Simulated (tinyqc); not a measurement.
## Space-charge-limited current with shallow traps: from ohmic to space-charge-limited current

One carrier type, drift only, an injecting contact at x = 0 (zero field) and thickness L. The share th = y/(1 + y), y = (Nc/Nt) exp(-Et/kB T), of the injected charge is free: J = q mu n F, eps0 eps_r dF/dx = q (n - n0)/th.

Ohmic J = q n0 mu V/L; Mott-Gurney J = (9/8) th eps0 eps_r mu V^2/L^3; they cross at Vx = 8 q n0 L^2/(9 th eps0 eps_r); traps fill at V_TFL = q Nt L^2/(2 eps0 eps_r). Exact: with u = n0/n(L), w = -u - ln(1 - u) and v = -u - u^2/2 - ln(1 - u), V = (q n0 L^2/(th eps0 eps_r)) v/w^2 and J = q^2 n0^2 mu L/(th eps0 eps_r w).

Values chosen for this exercise: temperature T = 350 K; relative permittivity eps_r = 23.4; mobility mu = 0.00014 cm^2/(V s); thickness L = 220 nm; band density of states Nc = 1.3e19 cm^-3; trap density Nt = 1.1e18 cm^-3; trap depth Et = 0.3 eV; free carrier density in equilibrium n0 = 6.2e12 cm^-3.

Constants: q = 1.602176634e-19 C, kB = 1.380649e-23 J/K, Vt = kB T/q, eps0 = 8.8541878128e-14 F/cm where lengths are in cm. Results are converted to the units shown.

Results:

| V (V) | J (A/cm^2) | ohmic (A/cm^2) | Mott-Gurney (A/cm^2) | d ln J/d ln V |
|---|---|---|---|---|
| 0.033 | 2.177e-7 | 2.086e-7 | 1.888e-8 | 1.046 |
| 0.065 | 4.498e-7 | 4.109e-7 | 7.323e-8 | 1.103 |
| 0.13 | 1.006e-6 | 8.218e-7 | 2.929e-7 | 1.233 |
| 0.26 | 2.523e-6 | 1.644e-6 | 1.172e-6 | 1.428 |
| 0.51 | 7.059e-6 | 3.224e-6 | 4.508e-6 | 1.622 |
| 1 | 2.222e-5 | 6.321e-6 | 1.733e-5 | 1.774 |
| 4 | 2.964e-4 | 2.529e-5 | 2.773e-4 | 1.935 |
| 8 | 0.001147 | 5.057e-5 | 0.001109 | 1.967 |
| 16 | 0.004513 | 1.011e-4 | 0.004437 | 1.983 |

Estimate the missing row, V = 2 V.

Computed row:

| V (V) | J (A/cm^2) | ohmic (A/cm^2) | Mott-Gurney (A/cm^2) | d ln J/d ln V |
|---|---|---|---|---|
| 2 | 7.896e-5 | 1.264e-5 | 6.933e-5 | 1.876 |

With this row back in the table: The local exponent rises from 1.05 to 1.98, passing from ohmic towards the square law around Vx = 0.365 V. In the last row J is 1.7 % above the Mott-Gurney value. For V = 16 the voltage exceeds half of V_TFL = 20.6 V, near which the traps fill and the current rises steeply beyond this model. For V = 0.033, 0.065, 0.13, 0.26, 0.51, 1, 2 the voltage is under 100 kB T/q, where diffusion would add more than a third of the Mott-Gurney current.

Range of the model: Diffusion and a field-dependent mobility are left out. With injecting contacts the diffusion current, about 4 pi^2 Vt th eps0 eps_r mu V/L^3, equals the Mott-Gurney current at V = 35 kB T/q (0.9 V at 300 K), so the drift-only result needs V well above that.

tinyqc, about 0.01 s, one thread, Intel Xeon 2.30GHz (shared host): `OMP_NUM_THREADS=1 python tinyqc.py 2370026 2370027 out.jsonl`
